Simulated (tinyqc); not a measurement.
Longitudinal sound in a periodic multilayer: transfer matrices, stop bands and folded phonons: one step, computed by the program tinyqc. Command: `OMP_NUM_THREADS=1 python tinyqc.py 3008345 3008346 out.jsonl multilayer walk`. One thread of a shared host (Intel(R) Xeon(R) Processor @ 2.30GHz), about 0.01 s of CPU time with the checks.

Layers 1 and 2 repeat with period d = d_1 + d_2; waves travel normal to the layers, without loss. State vector (u, s): displacement u and stress divided by omega. Impedances Z = rho v are in 1e6 kg/(m^2 s).

Question. Transfer matrix of one period. A layer maps (u, s) by [[cos p, sin p/Z], [-Z sin p, cos p]], p = 2 pi f d_i/v_i; one period is M = M_2 M_1, and cos(q d) = trace(M)/2.

Inputs (values chosen for the exercise, modelled on silica (layer 1), titanium nitride (layer 2) and gallium arsenide (substrate)): velocity v_1 = 6020 m/s; thickness d_1 = 18.6 nm; velocity v_2 = 10200 m/s; thickness d_2 = 32.1 nm; frequency f = 68.3 GHz.

Z_2 = 54.366

Z_1 = 13.3042

Give: phase p_1; phase p_2; M; trace(M)/2.

Answer.

phase p_1 = 1.3259 rad

phase p_2 = 1.3505 rad

M:
```
[[-0.17871, 0.020284],
 [-15.682, -3.8157]]
```

trace(M)/2 = -1.9972

|trace/2| > 1: f lies in a stop band, and the amplitude falls by a factor 3.726 a period.
